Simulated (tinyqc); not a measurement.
Comparisons within one model: Penn model of the dielectric constant and Phillips ionicity. A value that a table varies takes the place of the one given here.

n = 32/a^3; Ep^2 = 8 pi c e2 n with c = hbar^2/2m0, e2 = e^2/(4 pi eps0); EF = c (3 pi^2 n)^(2/3); eps = 1 + (Ep/Eg)^2 S with S = 1 - Eg/(4 EF) + (Eg/(4 EF))^2/3, Eg the Penn gap. Core d shells are left out.

Phillips: bond length d = sqrt(3) a/4; homopolar gap Eh = 39.74 d^(-2.48) eV (d in angstrom); Eg^2 = Eh^2 + C^2; ionicity fi = C^2/Eg^2.

Constants: hbar^2/2m0 = 3.80998211 eV angstrom^2; e^2/(4 pi eps0) = 14.39964547 eV angstrom.

Values chosen for the exercise (out of a larger set: near those of GaSb; not measured data): a = 6.114 angstrom (cubic lattice constant, 32 valence electrons a cell); C0 = 1.97 eV (ionic gap, held fixed); ei = 14.52 (high-frequency dielectric constant).

## Dielectric constant under pressure

The lattice constant is scaled by the factor listed; C = C0.

Results:

| factor | Eh (eV) | Eg (eV) | Ep (eV) | eps | fi |
|---|---|---|---|---|---|
| 0.94 | 4.142 | 4.587 | 15.246 | 10.947 | 0.184 |
| 0.96 | 3.932 | 4.398 | 14.772 | 11.160 | 0.201 |
| 0.98 | 3.736 | 4.223 | 14.322 | 11.355 | 0.218 |
| 0.99 | 3.643 | 4.141 | 14.106 | 11.445 | 0.226 |
| 1.00 | 3.553 | 4.063 | 13.895 | 11.530 | 0.235 |
| 1.01 | 3.467 | 3.987 | 13.689 | 11.609 | 0.244 |
| 1.02 | 3.383 | 3.915 | 13.488 | 11.684 | 0.253 |
| 1.04 | 3.224 | 3.778 | 13.101 | 11.818 | 0.272 |

d ln eps/d ln a = +0.71 around factor 1: eps falls under compression. Ep^2 goes as a^-3 and Eh^2 as a^-4.96; with C fixed Eg^2 goes as a^-3.79 at fi = 0.235, and leaving S aside the two powers balance at fi = 0.395. The slope is a difference of two powers and the model omits d shells and any change of C, so it is no prediction for a real crystal; eps from C0 (row 1.00) need not match a measured ei.

## What moves the Penn gap and the ionicity

Eg from ei; fi = 1 - (Eh/Eg)^2, printed even where negative. Each row changes one parameter from the base and keeps the others.

Results:

| case | Ep (eV) | Eg (eV) | Eh (eV) | fi |
|---|---|---|---|---|
| base | 13.895 | 3.607 | 3.553 | 0.030 |
| a = 6.236 angstrom | 13.489 | 3.500 | 3.383 | 0.066 |
| ei = 13.07 | 13.895 | 3.807 | 3.553 | 0.129 |

The largest shifts from the base row, up to three for each result and ties (the steps differ in size, so this ranks the rows, not the parameters). Ep (eV): a -0.406; unchanged at the printed digits by ei. Eg (eV): ei +0.200, a -0.107. Eh (eV): a -0.170; unchanged at the printed digits by ei. fi: ei +0.100, a +0.036. With the tabulated Phillips C of about 2.1 eV, fi would be 0.26; this model leaves out the d-shell factor.

tinyqc: `OMP_NUM_THREADS=1 python tinyqc.py 1681730 1681731 out.jsonl`; about 0.01 s, one thread, shared Intel(R) Xeon(R) Processor @ 2.30GHz.
